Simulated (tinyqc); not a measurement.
# Which input was changed?

Model: critical temperature from a phonon spectrum: McMillan, Allen-Dynes and the linearised Eliashberg equation. Computed by tinyqc, a small Python program. Command: `OMP_NUM_THREADS=1 python tinyqc.py 3026010 3026011 out.jsonl eliashberg which`. One thread of a shared host (Intel(R) Xeon(R) Processor @ 2.30GHz), about 0.1 s of CPU time with the checks.

alpha^2 F(omega) = sum_i (lambda_i omega_i/2) delta(omega - omega_i), so that lambda = 2 int alpha^2 F/omega d omega = sum_i lambda_i.

Inputs (values chosen for the exercise, for a model metal):
```
quantity                     value  unit
peak energy omega_1           7.01   meV
coupling lambda_1            0.659     -
peak energy omega_2           12.4   meV
coupling lambda_2            0.609     -
peak energy omega_3           34.7   meV
coupling lambda_3            0.892     -
Coulomb pseudopotential mu*   0.13     -
```

Peaks in alpha^2 F: three.

Constants: k_B = 8.617333262e-05 eV/K.

Method:
- omega_log = exp(sum lambda_i ln omega_i / lambda); omega_rms = sqrt(sum lambda_i omega_i^2 / lambda).
- McMillan form: k_B T_c = (omega_log/1.2) exp[-1.04 (1 + lambda)/(lambda - mu* (1 + 0.62 lambda))]. Allen-Dynes multiplies it by f1 f2: f1 = [1 + (lambda/L1)^(3/2)]^(1/3), L1 = 2.46 (1 + 3.8 mu*); f2 = 1 + (omega_rms/omega_log - 1) lambda^2/(lambda^2 + L2^2), L2 = 1.82 (1 + 6.3 mu*) omega_rms/omega_log.
- Linearised Eliashberg equation at omega_n = (2n + 1) pi k_B T, n = 0..N-1: lambda(j) = sum_i lambda_i omega_i^2/(omega_i^2 + (2 pi j k_B T)^2); K_mn = lambda(m - n) + lambda(m + n + 1) - 2 mu*(N) - delta_mn [2m + 1 + lambda(0) + 2 sum_(j=1..m) lambda(j)], with 1/mu*(N) = 1/mu* + ln(omega_rms/omega_N), omega_N = (2N + 1) pi k_B T. T_c is where the largest eigenvalue rho of K is zero.
- N is the smallest integer at or above 8 omega_max/(2 pi k_B T_AD), omega_max the highest peak and T_AD the Allen-Dynes value.
- T_c ~ M^(-a). All omega_i scale as M^(-1/2) at fixed lambda, but mu* = mu/(1 + mu ln(E_F/omega)) changes: d mu*/d ln omega = mu*^2. In the McMillan form a = (1/2) [1 - 1.04 (1 + lambda)(1 + 0.62 lambda) mu*^2/(lambda - mu* (1 + 0.62 lambda))^2].

Question. One of these inputs alone was changed, within the range given: coupling lambda_1 (0.3295 to 1.318); peak energy omega_3 (17.35 to 69.4); coupling lambda_3 (0.446 to 1.784); Coulomb pseudopotential mu* (0.065 to 0.22). Which one, and to what value?

Results:
```
run     omega_log (meV)  T_c, Eliashberg (K)  isotope exponent a
before         15.93696             32.42438           0.4811404
after          16.79761             31.89321           0.4800528
```

Answer.

Each candidate set to reproduce omega_log, and what it then gives:
```
candidate                     range searched  value needed  T_c, Eliashberg (K)  isotope exponent a
coupling lambda_1            0.3295 to 1.318        0.5290               31.893             0.48005
peak energy omega_3 (meV)      17.35 to 69.4         39.41               34.756             0.48114
coupling lambda_3             0.446 to 1.784         1.049               37.328             0.48225
Coulomb pseudopotential mu*    0.065 to 0.22     no effect                    -                   -
```

Only coupling lambda_1 fits every result: it went from 0.659 to 0.529. The next best candidate, peak energy omega_3, misses one result by 9.0 %.

Caution: for lambda above about 1.5 the plain McMillan form saturates and falls short.
